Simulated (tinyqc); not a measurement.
Worked calculation: surface photovoltage measurement of the minority-carrier diffusion length in a wafer. Computed by tinyqc, a small Python program that keeps every step. Command: `OMP_NUM_THREADS=1 python tinyqc.py 3130017 3130018 out.jsonl spv walk`. One thread of a shared host (Intel(R) Xeon(R) Processor @ 2.30GHz), about 0.01 s of CPU time with the checks. Intermediate numbers are printed to about 6 digits and carried at full precision; extremes and crossings named in words are read from the listed rows.

Low injection, steady light, a depletion layer much thinner than 1/alpha and L. The excess density dn is taken at the front edge of the neutral region; light that reaches the back is lost.

Inputs (values chosen for the exercise, modelled on p-type silicon at room temperature): diffusion length L = 480 micrometre; wafer thickness W = 775 micrometre; diffusivity D = 33.4 cm^2/s; front recombination velocity S_f = 3300 cm/s; back recombination velocity S_b = 110000 cm/s; photon flux entering = 2.4e+11 1/(cm^2 s); minority density at the surface barrier scale n_0 = 7.6e+10 1/cm^3; temperature T = 298 K; wavelength = 879 nm; relative noise of each reading = 0 %; diffusion length after pair splitting over L = 0.57; iron factor C = 1.06e+16 micrometre^2/cm^3.

Constants: k_B = 8.617333262e-05 eV/K.

## One wavelength

alpha = (84.732/lambda - 76.417)^2 per cm with lambda in micrometre (an empirical fit for silicon between 0.7 and 1.05 micrometre). Thick wafer: dn = Phi L/((S_f + D/L)(L + 1/alpha)). Finite wafer, with s = S_b L/D, w = W/L, a = alpha L: dn = [Phi a/(a^2 - 1)] [a - B - exp(-alpha W)(a - s)/(cosh w + s sinh w)]/(S_f + B D/L), B = (sinh w + s cosh w)/(cosh w + s sinh w). Photovoltage V = (k_B T/e) ln(1 + dn/n_0). Lifetime = L^2/D.

alpha = 399.157 1/cm

penetration depth 1/alpha = 25.0528 micrometre

dn, thick wafer = 5.70832e+07 1/cm^3

B = 1.08137

dn, finite wafer = 5.60335e+07 1/cm^3

photovoltage V = 0.0189262 mV

lifetime = 68.9820 microsecond

## The linear plot

normal deviates g for the noise: [1.04, -0.73, -0.15, 0.54, -0.36, 0.33, -0.47]

Readings y = (Phi/dn) (1 + noise x g) at 780, 830, 880, 920, 950, 975 and 995 nm; a least-squares line y = c (1/alpha + L_app) gives L_app = intercept/slope.

Readings:
```
lambda (nm)  1/alpha (micrometre)  y (cm/s)  line (cm/s)
780                         9.636   4140.71      4133.70
830                        15.176   4191.71      4187.34
880                        25.330   4285.73      4285.65
920                        40.658   4429.06      4434.07
950                        61.278   4624.87      4633.74
975                        90.917   4913.36      4920.73
995                       130.888   5317.55      5307.76
```

slope = 9.68287 cm/(s micrometre)

apparent length L_app = 417.272 micrometre

error of L_app (rounded to 0.001) = -13.068 %

Without noise the error would be -13.1 %, from the finite thickness at W/L = 1.6. S_f scales all readings alike and leaves L_app unchanged.

## Where the wafer is too thin

No noise; L is varied at fixed W, and the last two columns set S_b to 0 and to 1e7 cm/s.

Apparent length (micrometre):
```
L           W/L  given S_b      S_b = 0  S_b = 1e7
38.8    19.9742     38.800  3.88000e+01     38.800
77.5    10.0000     77.500  7.75001e+01     77.500
155.0    5.0000    154.891  1.55100e+02    154.887
232.0    3.3405    229.974  2.33971e+02    229.923
388.0    1.9974    359.966  4.17454e+02    359.552
620.0    1.2500    480.243  7.94476e+02    479.052
1010.0   0.7673    566.661  1.75591e+03    564.622
1630.0   0.4755    609.975  4.06370e+03    607.418
3100.0   0.2500    632.299  1.19646e+04    629.449
```

With a fast back surface L_app levels off, at 629 micrometre in the last row; with a passive one it reaches up to 3.86 times L among these rows and is 12000 in the last. All three columns are within 5 % of L down to W/L = 3.3.

## Iron from two lengths

Splitting iron-boron pairs in boron-doped silicon shortens L; with nothing else changing, [Fe] = C (1/L_after^2 - 1/L^2). It is evaluated with the true lengths and with the apparent ones (without noise), which differ when the wafer is not thick against L.

L_after = 273.6 micrometre

[Fe] from the true lengths = 9.55965e+10 1/cm^3

[Fe] from the apparent lengths = 8.63767e+10 1/cm^3

bias, apparent over true less 1 (rounded to 0.001) = -9.644 %

Checks made by the program: dn against a finite-difference solution (relative difference 6e-06).
